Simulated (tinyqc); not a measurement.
From failure time at T_u back to activation energy E: permeation of metal atoms or ions through a thin barrier or dielectric: time lag, field-aided drift and lifetime. Computed by tinyqc, a small Python program. Command: `OMP_NUM_THREADS=1 python tinyqc.py 3024505 3024506 out.jsonl barrier inv`. One thread of a shared host (Intel(R) Xeon(R) Processor @ 2.30GHz), about 0.05 s of CPU time with the checks.

The film 0 < x < d is empty at first; C = C0 at x = 0 and C = 0 at x = d. dC/dt = D d2C/dx2 - v dC/dx with drift v = D z e V/(k_B T d) (uniform field, no space charge).

Inputs (values chosen for the exercise, for a model case: doubly charged vacancies through an oxide): thickness d = 16 nm; prefactor D0 = 0.9 cm^2/s; concentration at the source side C0 = 3e+14 1/cm^3; charge number z = 2; voltage V (positive drives ions across) = 0.12 V; critical dose Q_c = 2e+09 1/cm^2; test temperature T = 150 C; use temperature T_u = 85 C.

Constants: k_B = 8.617333262e-05 eV/K.

Method:
- D = D0 exp(-E/(k_B T)); time scale d^2/D; Peclet number P = z V/(k_B T), k_B T in eV; 1 nm = 1e-7 cm.
- Temperatures in kelvin are T(C) + 273.15.
- Steady flux J = (D C0/d) P/(1 - exp(-P)); time lag in units of d^2/D: s_L = [P (1 + exp(-P))/(1 - exp(-P)) - 2]/P^2 (P = 0: J = D C0/d, s_L = 1/6).
- Dose through the film Q(s) = C0 d {f (s - s_L) - 2 exp(P/2) sum_(n=1..200) (-1)^n n^2 pi^2 exp(-l_n s)/l_n^2}, l_n = n^2 pi^2 + P^2/4, f = P/(1 - exp(-P)) the relative flux.
- Solve Q = Q_c for s. At the use temperature D and P take T_u, with the same C0 and V; 1 year = 3.15576e7 s.

Problem. A run gave the result below. Find the activation energy E, known to lie between 0.91 and 1.9 eV.

failure time at T_u = 0.00498193 years

Solution.

Each step takes the trial c = (a f_b - b f_a)/(f_b - f_a), f being the result less the target and a, b, c the logarithms of the listed values; c replaces end b, the old b replaces a if the sign of f changed, and otherwise f_a is halved.

Scan of the range:
```
activation energy E (eV)  failure time at T_u (years)
0.91                                      3.63345e-07
1.03                                      1.77387e-05
1.16                                      1.19741e-03
1.31                                      1.54525e-01
1.49                                      5.27112e+01
1.68                                      2.48614e+04
1.90                                      3.09955e+07
```

False position (Illinois rule, in the logarithm of the input) inside the bracket:
```
step    end a    end b    trial  failure time at T_u (years)
1     1.16000  1.31000  1.16349                   0.00134064
2     1.31000  1.16349  1.16677                   0.00149120
3     1.31000  1.16677  1.17281                   0.00181362
4     1.31000  1.17281  1.18299                   0.00252229
5     1.31000  1.18299  1.19710                   0.00398448
6     1.31000  1.19710  1.20755                   0.00558985
7     1.19710  1.20755  1.20359                   0.00491556
8     1.20755  1.20359  1.20398                   0.00497806
9     1.20755  1.20398  1.20402                   0.00498531
10    1.20398  1.20402  1.20400                   0.00498193
11    1.20402  1.20400  1.20400                   0.00498193
```

Failure time at T_u rises at every point of a 13-point scan of the range (every second point is shown), so one value fits; it is bracketed by 1.16 and 1.31. Answer: activation energy E = 1.204 eV.

Caution: grain boundaries, pinholes, trapping and space charge are left out; thin real barriers usually fail at defects.
